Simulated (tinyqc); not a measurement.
Inside a calculation: hole subbands of a hard-walled well, four-band Luttinger model. Values are carried at full precision from step to step, so a last printed digit may differ when a step is redone from the rounded ones.

Constants: hbar^2/2m0 = 3.80998211 eV angstrom^2.

Inputs chosen for the exercise (near those of GaAs; the results hold for these values, not for the real material): g1 = 6.98 (Luttinger gamma1); g2 = 2.05 (gamma2); L = 80 angstrom (well width along [001]); Zs = 0 eV (shear strain energy); g3 = 2.92 (gamma3); k = 0.0578 1/angstrom (wave vector in the plane); N = 2 (sines for each component); kmax = 0.094 1/angstrom (end of the path).

## Levels at k = 0

R and S vanish: HHn = c (g1 - 2 g2)(n pi/L)^2 - Zs and LHn = c (g1 + 2 g2)(n pi/L)^2 + Zs, c = hbar^2/2m0, hole energies counted downwards. Sort HH1 to HH4 and LH1, LH2.

Levels:
```
subband  E (eV)
HH1      0.0169
LH1      0.0651
HH2      0.0677
HH3      0.1523
LH2      0.2604
HH4      0.2707
```

The top subband is HH1, 48.2 meV from LH1.

## The matrix at one k

Hole energies are counted downwards from the unstrained band edge, c = hbar^2/2m0. After the usual block transformation one block is H = [[P + Q - Zs, R - i S], [R + i S, P - Q + Zs]] in (heavy, light), with P +/- Q = c [(g1 +/- g2) k^2 + (g1 -/+ 2 g2) kz^2], R = sqrt(3) c gR k^2, S = 2 sqrt(3) c g3 k kz, kz = -i d/dz; axial approximation gR = (g2 + g3)/2. Zs = b (e_par - e_perp) is the shear part of the strain (the hydrostatic part shifts all levels alike and is left out). Basis sqrt(2/L) sin(n pi z/L), n = 1 to N, for each component: kz^2 gives (n pi/L)^2 and the heavy-light block is R delta_nm - 2 sqrt(3) c g3 k D_nm with D_nm = 4 n m/(L (n^2 - m^2)) for n + m odd, 0 otherwise. The other block has the same levels. The split-off band is left out.

Fill in the 2N x 2N matrix, in meV.

H(k) (meV), rows h1, h2, l1, l2 and columns alike:
```
[[131.86, 0, 54.79, 74.25],
 [0, 182.62, -74.25, 54.79],
 [54.79, -74.25, 127.85, 0],
 [74.25, 54.79, 0, 323.15]]
```

## Levels and mixing

Diagonalise; give the four lowest hole energies and the weight of the heavy component (the first half of the basis) in each.

levels (meV): [48.72, 110.94, 242.18, 363.65]

heavy weight: [0.449, 0.784, 0.602, 0.164]

The most mixed of the four is number 1, with 45 % heavy character. Against 60 sines these levels lie 6.9, 30.8, 90.2 and 168.7 meV too high: the small basis is not converged.

## Dispersion in the plane

N = 20, nine points from 0 to kmax.

Hole energies (meV):
```
k (1/angstrom)     E1      E2      E3      E4  heavy weight of 1  heavy weight of 2
0.0000          16.92   65.10   67.69  152.29              1.000              0.000
0.0118          20.55   54.14   84.30  148.82              0.993              0.447
0.0235          29.16   49.33  107.27  142.20              0.907              0.529
0.0352          34.48   57.11  134.68  138.69              0.633              0.761
0.0470          37.26   70.83  142.71  165.30              0.510              0.785
0.0587          42.35   80.82  152.83  197.57              0.462              0.704
0.0705          50.58   87.74  161.91  228.37              0.433              0.630
0.0823          61.93   94.87  167.97  252.12              0.412              0.579
0.0940          76.28  103.99  173.28  266.74              0.396              0.542
```

At small k the hole energy falls in subbands 2 and 4: an electron-like mass, caused by repulsion from a deeper subband. E2 - E1 is smallest, 20.2 meV, at k = 0.0235 of the points listed. The top subband goes from 1.00 to 0.40 in heavy weight.

## Mass of HH1 in the plane

Second order in k: 1/m = g1 + g2 - sum_n 12 c g3^2 D_1n^2/(LHn - HH1) over even n up to 60, with D_1n = 4n/(L (n^2 - 1)) in size, LHn - HH1 = c [(g1 + 2 g2) n^2 - (g1 - 2 g2)](pi/L)^2 + 2 Zs, c = hbar^2/2m0.

LHn - HH1 for n = 2, 4, 6 (meV): [243.5, 1024.7, 2326.7]
terms for n = 2, 4, 6: [1.7790, 0.0676, 0.0123]
sum of all terms = 1.8661
mass without mixing, 1/(g1 + g2) = 0.1107 m0
1/m with mixing = 7.1639 1/m0

Mixing with the light holes takes m from 0.111 to 0.140 m0.

## Checks

- 1/m of HH1 from the full matrix (N = 60) at small k against second order: both 7.164.
- The 2 x 2 block with gR = g2 (k along [100]) for a plane wave (k, 0, pi/L) against the bulk heavy-hole formula, eV: both 0.03137.
- Lowest level at the given k on a real-space grid of 240 points against 60 sines, eV: both 0.0418.

Program tinyqc; command `OMP_NUM_THREADS=1 python tinyqc.py 1250558 1250559 out.jsonl`; about 0.4 s on one thread of a shared Intel(R) Xeon(R) Processor @ 2.30GHz.
